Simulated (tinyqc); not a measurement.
Inside a calculation: shallow donor in effective-mass theory, with valley-orbit splitting. Values are carried at full precision from step to step, so a last printed digit may differ when a step is redone from the rounded ones.

Constants: Ry = 13.60569312 eV; a0 (Bohr radius) = 0.5291772105 angstrom; hbar^2/2m0 = 3.80998211 eV angstrom^2; e^2/(4 pi eps0) = 14.39964547 eV angstrom.

Inputs chosen for the exercise (near those of a group-V donor in Si; shifted at random, so the results belong to these values and not to a real crystal):
- ml = 0.933 m0 (longitudinal mass)
- mt = 0.183 m0 (transverse mass)
- eps = 11.7 (dielectric constant)
- a = 20.3 angstrom (trial radius across the axis)
- b = 11.2 angstrom (trial radius along the axis)
- E0 = -28.9 meV (single-valley level)
- D0 = 4.02 meV (central-cell shift)
- D1 = 2.19 meV (coupling of perpendicular valleys)
- D2 = 1.54 meV (coupling of opposite valleys)
- Ds = 32.5 meV (strain splitting: z valleys less the others)

## Hydrogen-like estimates

Ry* = Ry m/eps^2 and a* = a0 eps/m for four choices of one mass: mt, the conductivity mass 3/(1/ml + 2/mt), the density-of-states mass (ml mt^2)^(1/3), and ml.

Estimates:
```
mass               m (m0)  Ry* (meV)  a* (angstrom)
mt                 0.1830      18.19          33.83
conductivity       0.2500      24.85          24.77
density of states  0.3150      31.30          19.66
ml                 0.9330      92.73           6.64
```

## Energy of one trial function

One valley: H = -c [(d2/dx2 + d2/dy2)/mt + (d2/dz2)/ml] - q/(eps r), c = hbar^2/2m0, q = e^2/(4 pi eps0). Trial function exp(-sqrt((x^2 + y^2)/a^2 + z^2/b^2)) with a > b: T = (c/3)(2/(mt a^2) + 1/(ml b^2)), V = -(q/eps) atan(u/b)/u, u = sqrt(a^2 - b^2). The central cell of the impurity is left out.

Evaluate T, V and E. Scaling both radii by f changes T to T/f^2 and V to V/f, so the best factor is f = -2T/V, with energy -V^2/(4T).

T = 44.533 meV
V = -71.701 meV
E = -27.169 meV
best scale factor = 1.2422
energy after scaling = -28.861 meV

The virial ratio -V/T is 1.610; it is 2 at the best scale. Scaling gains 1.693 meV.

## Scan over the shape

For each ratio b/a = 0.2, 0.3, ..., 0.9 the best scale follows from a = -2 T1/V1, with T1 and V1 taken at a = 1 angstrom.

Scan:
```
b/a  a (angstrom)  b (angstrom)  E (meV)
0.2         55.70         11.14  -15.441
0.3         35.51         10.65  -22.999
0.4         28.76         11.50  -27.063
0.5         25.97         12.99  -28.652
0.6         24.76         14.86  -28.808
0.7         24.30         17.01  -28.201
0.8         24.25         19.40  -27.213
0.9         24.44         21.99  -26.056
```

The best listed ratio is 0.6; (mt/ml)^(1/2) = 0.44 and (mt/ml)^(1/3) = 0.58 are common guesses.

## The minimum

Minimise over a and b. The Mott estimate n_c = (0.25/a_m)^3 uses a_m = (a^2 b)^(1/3); 1/angstrom^3 = 1e24/cm^3.

a = 25.09 angstrom
b = 14.13 angstrom
E = -28.868 meV
a_m = 20.72 angstrom
n_c = 1.76 x 1e18/cm^3

b/a = 0.563. The binding energy is 1.587 times Ry*(mt). The central cell of a real donor shrinks the orbit and raises n_c (3.7 x 1e18/cm^3 for P in Si).

## The valley-orbit matrix

Basis: the 1s envelopes of the valleys +x, -x, +y, -y, +z, -z. Diagonal E0 - D0, element -D2 between opposite valleys and -D1 between perpendicular ones. Strain along [001] adds 2 Ds/3 to the z valleys and -Ds/3 to the others.

Fill it in with the strain.

H (meV):
```
         +x       -x       +y       -y       +z       -z
+x  -43.753   -1.540   -2.190   -2.190   -2.190   -2.190
-x   -1.540  -43.753   -2.190   -2.190   -2.190   -2.190
+y   -2.190   -2.190  -43.753   -1.540   -2.190   -2.190
-y   -2.190   -2.190   -1.540  -43.753   -2.190   -2.190
+z   -2.190   -2.190   -2.190   -2.190  -11.253   -1.540
-z   -2.190   -2.190   -2.190   -2.190   -1.540  -11.253
```

## Levels and ground state

Diagonalise. For the lowest state give the amplitudes (positive) and (sum of amplitudes)^2/6, the contact density relative to no strain.

levels (meV): -50.686  -42.213  -42.213  -40.913  -11.781  -9.713

amplitudes: +x 0.4935, -x 0.4935, +y 0.4935, -y 0.4935, +z 0.1141, -z 0.1141

relative contact density = 0.8081

The z valleys hold 2.6 % of the ground state, against 33.3 % without strain.

## Checks

- Energy from 21 anisotropic Gaussians against the two-parameter function, meV: -28.91 against -28.87.
- Unstrained levels against E0 - D0 - 4 D1 - D2 (A1), E0 - D0 + D2 (T2, threefold) and E0 - D0 + 2 D1 - D2 (E, twofold): they agree to 1e-10 or better.

(tinyqc, `OMP_NUM_THREADS=1 python tinyqc.py 1280451 1280452 out.jsonl`, Intel(R) Xeon(R) Processor @ 2.30GHz, 1 thread, shared host, about 0.01 s.)
